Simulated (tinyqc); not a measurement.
Worked calculation: one-electron ion in a basis of Gaussians. One step of it, computed by the program tinyqc.

Question. Matrices over normalised Gaussians. With p = a_i + a_j and I(k) = Gamma((k+1)/2) / (2 p^((k+1)/2)): S = I(2l+2), T = (2l+3) a_i a_j S / p, V = -Z I(2l+1), each divided by sqrt(S_ii S_jj).

exponents of r^l exp(-a r^2) (1/bohr^2): 0.001514  0.004149  0.011370  0.031160

Z = 1

l = 2

Give: S; T; V.

Answer.

S:
```
        1       2       3       4
1  1.0000  0.6525  0.2144  0.0482
2  0.6525  1.0000  0.6525  0.2144
3  0.2144  0.6525  1.0000  0.6525
4  0.0482  0.2144  0.6525  1.0000
```

T (hartree):
```
        1       2       3       4
1  0.0053  0.0051  0.0020  0.0005
2  0.0051  0.0145  0.0139  0.0055
3  0.0020  0.0139  0.0398  0.0380
4  0.0005  0.0055  0.0380  0.1091
```

V (hartree):
```
         1        2        3        4
1  -0.0331  -0.0295  -0.0146  -0.0052
2  -0.0295  -0.0548  -0.0489  -0.0242
3  -0.0146  -0.0489  -0.0908  -0.0810
4  -0.0052  -0.0242  -0.0810  -0.1502
```
